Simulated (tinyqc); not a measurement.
Semiconducting tubes compared: carbon nanotube by zone folding.

Circumference C = n a1 + m a2, a = sqrt3 acc; d = a sqrt(n^2 + nm + m^2)/pi; tan(theta) = sqrt3 m/(2n + m); dR = gcd(2n + m, 2m + n); T = t1 a1 + t2 a2 with t1 = (2m + n)/dR, t2 = -(2n + m)/dR, |T| = sqrt3 pi d/dR; N = 2 (n^2 + nm + m^2)/dR hexagons a cell. On cutting line mu = 0 to N - 1 at x = k|T|/(2 pi) the phases are p1 = 2 pi (-t2 mu + m x)/N, p2 = 2 pi (t1 mu - n x)/N, and E = -/+ t |1 + exp(i p1) + exp(i p2)|.

Inputs chosen for the exercise (out of a larger set: near those used for carbon; not measured data):

| symbol | value | unit | meaning |
|---|---|---|---|
| t | 2.75 | eV | hopping |
| acc | 1.44 | angstrom | bond length |
| tubes | ((13, 12), (14, 6), (14, 4), (7, 3), (7, 6), (12, 11), (8, 0)) |  | pairs (n, m) |

E11 and E22 are twice the two lowest band edges; the cone gives E11 d = 2 t acc and E22/E11 = 2.

Cases:

| (n,m) |
|---|
| (13,12) |
| (14,6) |
| (14,4) |
| (7,3) |
| (7,6) |
| (12,11) |
| (8,0) |

Rank the cases by E11 (eV), lowest first.

Answer: (13,12), (12,11), (14,6), (14,4), (7,6), (7,3), (8,0).

Tubes:

| (n,m) | d (angstrom) | theta (deg) | (n - m) mod 3 | E11 (eV) | E22 (eV) | E11 d/(2 t acc) | E22/E11 |
|---|---|---|---|---|---|---|---|
| (13,12) | 17.19 | 28.7 | 1 | 0.4597 | 0.9187 | 0.998 | 1.999 |
| (14,6) | 14.11 | 17.0 | 2 | 0.5665 | 1.0930 | 1.009 | 1.930 |
| (14,4) | 13.00 | 12.2 | 1 | 0.5997 | 1.2486 | 0.984 | 2.082 |
| (7,3) | 7.06 | 17.0 | 1 | 1.0930 | 2.2866 | 0.974 | 2.092 |
| (7,6) | 8.95 | 27.5 | 1 | 0.8783 | 1.7521 | 0.992 | 1.995 |
| (12,11) | 15.82 | 28.6 | 1 | 0.4994 | 0.9981 | 0.997 | 1.998 |
| (8,0) | 6.35 | 0.0 | 2 | 1.2905 | 2.2782 | 1.035 | 1.765 |

E11 follows 1/d first. For mod 1 the scaled E11 lies below one (0.974 to 0.998) and E22/E11 on both sides of two (1.995 to 2.092). For mod 2 the scaled E11 lies above one (1.009 to 1.035) and E22/E11 below two (1.765 to 1.930). The largest departure of the scaled E11 is that of (8,0); warping acts as cos(3 theta)/d, most for thin tubes near zigzag. Below about 8 angstrom curvature, left out of zone folding, changes the gaps further.

Program tinyqc; command `OMP_NUM_THREADS=1 python tinyqc.py 1482211 1482212 out.jsonl`; about 0.04 s on one thread of a shared Intel(R) Xeon(R) Processor @ 2.30GHz.
